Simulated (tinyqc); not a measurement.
# One electron in a tunnel-coupled double dot: charge qubit, sensing and quantum capacitance: effects of single changes

Basis (left, right), H = [[ep/2, tc], [tc, -ep/2]], splitting Om = sqrt(ep^2 + 4 tc^2), ep = al times the gate voltage. In equilibrium the electron is on the right with the chance P_R = [1 + (ep/Om) tanh(Om/2 kB T)]/2.

Values chosen for this exercise:
```
symbol  value  unit                                   meaning
tc         14   ueV                           tunnel coupling
T        0.03     K                      electron temperature
al       0.15  eV/V     lever arm of the gate on the detuning
se        3.6   ueV  deviation of quasi-static detuning noise
```

Constants: q = 1.602176634e-19 C, kB = 1.380649e-23 J/K, hbar = 1.054571817e-34 J s, h = 6.62607015e-34 J s, Vt = kB T/q. Results are converted to the units shown.

Each table varies one quantity; the others keep the values above.

## Line shape against detuning

q^2 al^2 dP_R/d(ep) splits into Cq = q^2 al^2 (2 tc^2/Om^3) tanh(Om/2 kB T) and Ct = q^2 al^2 (ep/Om)^2/(4 kB T cosh^2(Om/2 kB T)); Ct appears only if relaxation is faster than the drive. A resonator of frequency f0, capacitance Cp and quality factor Q shifts by df = -f0 Cq/(2 Cp) and its phase by -2 Q Cq/Cp. A Ct of 0 means below 1e-6 aF.

Line shape against detuning:
```
ep (ueV)	Om (ueV)	P_R	Cq (aF)	Ct (aF)
0	28.000	0.50000	64.371	0
9.8	29.665	0.66517	54.127	0.0015804
19.6	34.178	0.78673	35.394	8.3118e-4
29.4	40.600	0.86207	21.115	1.1055e-4
39.2	48.173	0.90687	12.641	7.4585e-6
49	56.436	0.93412	7.8617	0
58.8	65.126	0.95143	5.1157	0
68.6	74.094	0.96292	3.4740	0
78.4	83.250	0.97087	2.4492	0
88.2	92.538	0.97656	1.7833	0
98	101.92	0.98076	1.3347	0
```

What does the comparison show?

Cq falls from 64.4 to 1.33 aF, and Ct goes from 0 through a maximum of 0.00158 (at ep = 9.8 ueV among the rows listed) to 0 aF. Among the rows listed Ct reaches at most 0.00246 % of the peak of Cq, with tc/kB T = 5.4: the line is set by the coupling, and its half width is near 1.53 tc.

## Coherence against detuning

Noise in ep shifts Om by (ep/Om) d + (2 tc^2/Om^3) d^2. For Gaussian d of deviation se the spread of Om is sqrt[(ep se/Om)^2 + 2 (2 tc^2 se^2/Om^3)^2], and T2* is estimated as sqrt(2) hbar/spread; Om T2*/h counts the oscillations within T2*.

Coherence against detuning:
```
ep (ueV)	Om (ueV)	T2* (ns)	oscillations within T2*
0	28.00	2.844	19.26
0.7	28.01	2.745	18.59
1.4	28.03	2.500	16.95
2.8	28.14	1.931	13.14
5.6	28.55	1.208	8.341
11	30.08	0.6934	5.044
21	35.00	0.4297	3.636
42	50.48	0.3107	3.792
84	88.54	0.2726	5.835
```

Read the table: what changes, and by how much?

T2* falls from 2.84 to 0.273 ns, towards sqrt(2) hbar/se = 0.259 ns far from the anticrossing; the first row is 10.4 times the last. First and second order are equal near ep = sqrt(2) se/2 = 2.55 ueV.

Computed by the program tinyqc: `OMP_NUM_THREADS=1 python tinyqc.py 2470042 2470043 out.jsonl`, one thread of a shared Intel Xeon 2.30GHz, about 0.01 s for the whole run.
